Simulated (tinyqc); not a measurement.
Floating body of a partially depleted SOI transistor: body voltage and kink: one step of the calculation.

Source at 0 V. Channel current Ic = 2 nf K Vt^2 [F(0) - F(Vd)](1 + la Vd), F(V) = ln^2(1 + exp((Vg - VT - nf V)/(2 nf Vt))), VT = VT0 - gb Vb. Saturation voltage Vs = 2 Vt sqrt(F(0)) + 3 Vt, excess Ve = (Vd - Vs + sqrt((Vd - Vs)^2 + 0.0004 V^2))/2, multiplication M1 = Ai Ve exp(-Bl/Ve). Each junction passes D(v) = J1 (exp(v/Vt) - 1) + J2 (exp(v/(2 Vt)) - 1). Bipolar current Ib = bb J1 (exp(Vb/Vt) - 1). The body settles where M1 (Ic + Ib) = D(Vb) + D(Vb - Vd) + Vb/Rb; drain current Id = (1 + M1)(Ic + Ib) - D(Vb - Vd).

Problem. New Vb. Current into the body I_in = M1 (Ic + Ib) - D(Vb - Vd), current out I_out = D(Vb) + Vb/Rb; f = ln(I_in/I_out), s = df/dVb by central differences over 1e-5 V, Vb(new) = Vb - f/s.

Values chosen for this exercise; values of the order met in partially depleted silicon-on-insulator transistors:
- T = 358 K (temperature)
- VT0 = 0.41 V (threshold at zero body voltage)
- gb = 0.27 (fall of the threshold per volt of body voltage)
- nf = 1.2 (slope factor)
- K = 110 uA/(V^2 um) (gain factor per width)
- la = 0.09 1/V (channel-length modulation factor)
- Ai = 3.68 1/V (impact-ionisation prefactor)
- Bl = 5.5 V (impact-ionisation voltage)
- J1 = 6.3e-11 uA/um (diffusion saturation current of each junction)
- J2 = 2e-7 uA/um (recombination saturation current of each junction)
- bb = 0.5 (gain of the lateral bipolar transistor on the diffusion current)
- Rb = 40000 kohm um (resistance of a weak body tie to the source (1e9 stands for no tie, and the term is then dropped))
- Vg = 0.87 V (gate voltage)
- Vd = 1.3 V (drain voltage)

Constants: q = 1.602176634e-19 C, kB = 1.380649e-23 J/K, Vt = kB T/q. Results are converted to the units shown.

Vb at the start = 0.47 V

Give: Ic; Ve; M1; I_in; I_out; f; s; Vb after iteration 1.

Solution.

Ic = 17.636 uA/um
Ve = 0.71848 V
M1 = 0.0012524
I_in = 0.022087 uA/um
I_out = 0.012417 uA/um
f = 0.57594
s = -5.0132 1/V
Vb after iteration 1 = 0.58489 V

Range of the model: The multiplication law is an empirical form chosen for the exercise; self-heating and capacitive coupling to the body are left out, and the linear laws are rough once Vb passes about 0.7 V or M1 about 0.1.

Program tinyqc, `OMP_NUM_THREADS=1 python tinyqc.py 2182088 2182089 out.jsonl`; Intel Xeon 2.30GHz, shared host, one thread, about 0.2 s.
